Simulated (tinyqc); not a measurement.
# Six-transistor SRAM cell, nodal equations and margins: what changes with what

Two cross-coupled inverters (pull-down bn, pull-up bp) hold the nodes Q and QB; access transistors (ba, threshold VTn, gate on the word line at Vdd when selected) join them to the bit lines. Transistor (EKV form, voltages against the body): I = 2 n b Vt^2 [F(vp - Vs) - F(vp - Vd)] from drain to source, F(v) = ln^2(1 + exp(v/(2 Vt))), vp = (Vg - VT + sg |Vd - Vs|)/n. n-channel bodies are at 0; for the p-channel device all voltages are counted down from Vdd. b in uA/V^2 gives I in uA. For an access transistor the bit line is the drain and the node the source. In a read both bit lines are at Vdd. The cell is symmetric (no mismatch).

Inputs (values chosen for the exercise): temperature T = 293 K; supply voltage Vdd = 1 V; slope factor n = 1.39; drain-induced barrier lowering sg = 0.044; n-channel threshold VTn = 0.26 V; p-channel threshold (magnitude) VTp = 0.33 V; gain factor of the pull-down transistor bn = 720 uA/V^2; gain factor of the access transistor ba = 720 uA/V^2; gain factor of the pull-up transistor bp = 190 uA/V^2.

Constants: q = 1.602176634e-19 C, kB = 1.380649e-23 J/K, Vt = kB T/q. Results are converted to the units shown.

Each table varies one quantity; the others keep the values above.

## Effect of the gain factor of the access transistor

f(x) is the node voltage of one half-cell for input x: In = Ip in hold, In = Ip + Ia in a read. Static noise margin: side of the largest square between the curve (x, f(x)) and its mirror image (f(y), y); with h(c) the root x of f(x) - x = c, it is the maximum over c > 0 of h(c) - h(-c) + c. Q is the low node in a read and Iread the current of its access transistor. The write trip is the voltage to which the bit line of the high node must fall (the other staying at Vdd) for that state to vanish; higher is easier, and a negative value means that a grounded bit line does not write.

The same in every row: hold margin (mV) = 344.6.

Effect of the gain factor of the access transistor:

| ba (uA/V^2) | read margin (mV) | Q in a read (mV) | Iread (uA) | write trip (mV) |
|---|---|---|---|---|
| 180 | 238.5 | 62.10 | 31.27 | 133.1 |
| 250 | 215.4 | 81.07 | 40.10 | 210.7 |
| 350 | 189.6 | 104.7 | 50.59 | 277.5 |
| 480 | 163.8 | 130.6 | 61.49 | 330.4 |
| 670 | 135.6 | 161.4 | 73.57 | 377.8 |
| 940 | 106.8 | 195.7 | 85.68 | 419.4 |

Read the table: what changes, and by how much?

As ba goes from 180 to 940 uA/V^2, the read margin falls from 238 to 107 mV, the write trip rises from 133 to 419 mV and Iread rises from 31.3 to 85.7 uA. The read margin is 0.69 of the hold margin in the first row and 0.31 in the last. Read stability and write ability pull in opposite directions.

## Effect of the drain-induced barrier lowering

Same model as above.

Result of one run:

| sg | hold margin (mV) | read margin (mV) | Q in a read (mV) | Iread (uA) | write trip (mV) |
|---|---|---|---|---|---|
| 0.02 | 358.5 | 146.0 | 161.7 | 73.31 | 379.0 |

What becomes of these results when the drain-induced barrier lowering sg is changed from 0.02 to 0.17, all else the same?

Result of the changed run:

| sg | hold margin (mV) | read margin (mV) | Q in a read (mV) | Iread (uA) | write trip (mV) |
|---|---|---|---|---|---|
| 0.17 | 273.8 | 49.65 | 210.1 | 87.81 | 446.5 |

The whole series:

| sg | hold margin (mV) | read margin (mV) | Q in a read (mV) | Iread (uA) | write trip (mV) |
|---|---|---|---|---|---|
| 0.02 | 358.5 | 146.0 | 161.7 | 73.31 | 379.0 |
| 0.05 | 341.1 | 125.4 | 170.2 | 76.90 | 389.2 |
| 0.08 | 323.9 | 105.5 | 179.0 | 80.33 | 400.4 |
| 0.11 | 306.9 | 86.12 | 188.2 | 83.47 | 413.2 |
| 0.14 | 290.2 | 67.50 | 198.4 | 86.07 | 428.3 |
| 0.17 | 273.8 | 49.65 | 210.1 | 87.81 | 446.5 |

As sg goes from 0.02 to 0.17, the read margin falls from 146 to 49.7 mV, the write trip rises from 379 to 446 mV and Iread rises from 73.3 to 87.8 uA. The read margin is 0.41 of the hold margin in the first row and 0.18 in the last. Read stability and write ability pull in opposite directions. For sg = 0.11 to 0.17 the read margin is under 100 mV, which threshold mismatch, left out here, can use up in a large array.

tinyqc, about 0.1 s, one thread, Intel Xeon 2.30GHz (shared host): `OMP_NUM_THREADS=1 python tinyqc.py 2340078 2340079 out.jsonl`
